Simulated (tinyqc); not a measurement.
Inside a calculation. Method: G0W0 on RHF in the sto-3g basis, for H3+, spin multiplicity 1. One step of it, computed by the program tinyqc.

Problem. Iteration 3 (converged): orbitals. Diagonalise F' = X^T F X, C = X C', fill 1 alpha and 1 beta electrons from the bottom; D = 2 C_occ C_occ^T. Each column has its largest component positive (the first on a tie).

converged F (hartree), lower triangle:
```
           1H 1s      2H 1s      3H 1s
1H 1s  -0.908125
2H 1s  -0.904311  -0.907825
3H 1s  -0.904359  -0.904015  -0.907866
```

X:
```
               1          2         3
1H 1s   1.275599  -0.081803  0.390750
2H 1s  -0.567016   1.145145  0.390680
3H 1s  -0.708795  -1.063301  0.390689
```

Give: F' = X^T F X; orbital energies; coefficients C; D after iteration 3.

Solution.

F' = X^T F X (hartree), lower triangle:
```
         1        2        3
1  -0.0088
2   0.0000  -0.0094
3  -0.0001   0.0000  -1.2440
```

orbital energies (hartree): MO1 -1.2440, MO2 -0.0094, MO3 -0.0088

coefficients C:
```
          MO1      MO2      MO3
1H 1s  0.3908  -0.0818   1.2756
2H 1s  0.3906   1.1451  -0.5670
3H 1s  0.3907  -1.0633  -0.7088
```

D after iteration 3, lower triangle:
```
        1H 1s   2H 1s   3H 1s
1H 1s  0.3055
2H 1s  0.3053  0.3052
3H 1s  0.3054  0.3052  0.3052
```
